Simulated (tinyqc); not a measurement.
Spin coating of a resist or spin-on film: centrifugal thinning, evaporation and the final thickness (Emslie and Meyerhofer models): one step, computed by the program tinyqc.

A Newtonian film stays uniform over the wafer; solvent and solids have the same density and the concentration is uniform through the thickness.

Problem. The two-stage estimate. Meyerhofer estimate: flow rules until (1 - c0) K h^3 = e, then evaporation alone: h_w = (e/((1 - c0) K))^(1/3), dry film c0 h_w.

Inputs (values chosen for the exercise, of the order of those of a polymer resist in an ester solvent): solids volume fraction c0 = 0.052.

evaporation rate e = 0.3919184 micrometre/s

flow constant K = 0.09964234 1/(micrometre^2 s)

Give: wet thickness h_w; dry film, estimate; drying time (1 - c0) h_w/e.

Solution.

wet thickness h_w = 1.6069 micrometre

dry film, estimate = 83.557 nm

drying time (1 - c0) h_w/e = 3.8868 s

Caution: above a Reynolds number of about 3e5 the air flow near the rim turns turbulent, and evaporation is no longer uniform.
